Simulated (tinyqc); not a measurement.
Inside a calculation: Peierls distortion of a half-filled chain. Values are carried at full precision from step to step, so a last printed digit may differ when a step is redone from the rounded ones.

Atoms move by +/- u, so bonds change by -/+ 2u and hoppings are t +/- 2 al u. Bands E = -/+ sqrt((2 t cos x)^2 + D^2 sin^2 x) with D = 4 al u, x = k a in (0, pi/2); the gap is 2D. Energy per atom at zero temperature: E(u) = -mean_x sqrt(...) + 2 K u^2; exactly, the mean is (4t/pi) E(1 - z^2), z = D/2t, E the complete elliptic integral of the second kind with parameter m. Coupling lambda = 2 al^2/(pi t K).

Constants: kB = 8.617333262e-05 eV/K.

Inputs chosen for the exercise: t = 1.88 eV (hopping of the even chain); al = 5.2 eV/angstrom (change of hopping with bond length); K = 40.3 eV/angstrom^2 (spring constant of a bond); u = 0.068 angstrom (trial shift of alternate atoms); N = 2 (k points).

## Energy at a trial distortion

Use the mesh x_j = (j + 1/2) pi/(2N), j = 0 .. N-1, and also the elliptic integral.

D = 1.4144 eV

|E| on the mesh (eV): 3.5157  1.9437

band energy on the mesh = -2.7297 eV
elastic energy = 0.3727 eV
total, exact = -2.3492 eV
exact E(u) - E(0) = 0.0445 eV

This distortion raises the energy; the mesh errs by -7.79 meV.

## The equilibrium distortion

dE/du = 0 gives 1 = (4 al^2/K) mean(sin^2 x/|E|); solve with the exact mean, and compare with the weak-coupling form D = 8 t exp(-1 - 1/(2 lambda)).

lambda = 0.2272
u0 = 0.0307 angstrom
gap 2D = 1.276 eV
gap, weak coupling = 1.225 eV
E(u0) - E(0) per atom = -16.62 meV

Long and short bonds differ by 4 u0 = 0.1227 angstrom. The weak-coupling gap is 0.960 of the full one. The gain is far smaller than the gap, since only states near the zone edge move.

## Length and phonon scales

Coherence length xi/a = 2t/D with D half the gap; mean-field transition kB Tp = D/1.764 (weak coupling); for the optical mode at the zone edge (omega_R/omega_0)^2 = 2 lambda at weak coupling.

xi/a = 5.89
Tp = 4.20e+03 K
omega_R/omega_0 = 0.674

Tp is a mean-field scale: in a single chain fluctuations forbid the transition, and coupling between chains sets the real one, far lower.

## Checks

- Total energy at u0 on 4000 points against the elliptic integral (eV): both -2.41031.

(tinyqc, `OMP_NUM_THREADS=1 python tinyqc.py 1680255 1680256 out.jsonl`, Intel(R) Xeon(R) Processor @ 2.30GHz, 1 thread, shared host, about 0.07 s.)
